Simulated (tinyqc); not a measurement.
Interband optics of a two-band s-p chain from momentum matrix elements, step by step. Values are carried at full precision from step to step, so a last printed digit may differ when a step is redone from the rounded ones.

H(k) = [[Es - 2 ts cos ka, 2i V sin ka], [-2i V sin ka, Ep_ + 2 tp cos ka]] in the basis s, p; the lower band is full, with two electrons a cell. The velocity operator times hbar is W = dH/dk (eV angstrom); intra-atomic dipoles are left out.

Constants: hbar^2/2m0 = 3.80998211 eV angstrom^2; e^2/(4 pi eps0) = 14.39964547 eV angstrom.

Inputs chosen for the exercise:
```
symbol  value  unit        meaning
a       3.8    angstrom    period
Es      1.91   eV          upper orbital (s)
Ep_     -3.93  eV          lower orbital (p)
ts      0.7    eV          s-s hopping
tp      0.25   eV          p-p hopping
V       1.07   eV          s-p hopping
k       0.33   2 pi/a      wave vector
N       6                  k points
Ar      12.9   angstrom^2  cross-section per chain
eta     0.15   eV          Lorentzian half width
E       1.25   eV          photon energy
```

## Hamiltonian and velocity at one k

Form H and W = dH/dk.

H (eV):
```
          s        p
s    2.5845  1.8753i
p  -1.8753i  -4.1709
```

W (eV angstrom):
```
         s         p
s   4.6620  -3.9176i
p  3.9176i   -1.6650
```

## Matrix element between the bands

Diagonalise H, transform W, and form w = |W_cv|^2, the Kane-type energy w/c and the oscillator strength f = w/(c D), c = hbar^2/2m0, D = Ec - Ev.

Ev, Ec (eV): -4.6565  3.0701

weights:
```
        v       c
s  0.0629  0.9371
p  0.9371  0.0629
```

slopes dEv/dk, dEc/dk (eV angstrom): 0.634  2.363

w = 24.609 eV^2 angstrom^2
w/c = 6.459 eV
f = 0.836

## Transitions on the mesh

At each k_j = (j + 1/2)/N (2 pi/a) up to the zone edge give D = Ec - Ev, w = |<c|W|v>|^2 and f = w/(c D), c = hbar^2/2m0; the other half of the zone repeats the values.

Transitions:
```
k (2 pi/a)  D (eV)  w (eV^2 angstrom^2)      f
0.0833      4.7089               29.735  1.657
0.2500      7.2404                4.554  0.165
0.4167      7.7853               52.815  1.781
```

D runs from 4.709 to 7.785 eV on the mesh; f is largest at k = 0.4167.

## Dielectric function from the table

With w(k) = |<c|W|v>|^2 and D(k) = Ec - Ev, on the mesh k_j = (j + 1/2)/N (2 pi/a): eps(E) = 1 + (8 pi e2/(a Ar)) mean_j (w/D^2) [1/(D - E - i eta) + 1/(D + E + i eta)], e2 = e^2/(4 pi eps0); light polarised along the chains, no local fields.

Take the mean over the rows. Also eps(0) at eta = 0, and the effective electrons per cell n_eff = 2 mean(f).

eps(E) = 3.132+0.031i
eps(0) = 3.012
n_eff = 2.402

On a mesh of 2000 points the values are 3.856+0.056i, 3.647 and 2.621. n_eff need not equal the 2 electrons of the cell: a two-orbital basis with chosen hoppings does not obey the sum rule of free electrons.

## Checks

- Curvature of the lower band against <v|d2H/dk2|v> - 2 w/D (eV angstrom^2): both 9.422.
- Zone mean of 2 w/D against the zone mean of <v|d2H/dk2|v>, the f-sum rule of a full band (eV angstrom^2): both 9.9875.

Program tinyqc; command `OMP_NUM_THREADS=1 python tinyqc.py 1651102 1651103 out.jsonl`; about 0.01 s on one thread of a shared Intel(R) Xeon(R) Processor @ 2.30GHz.
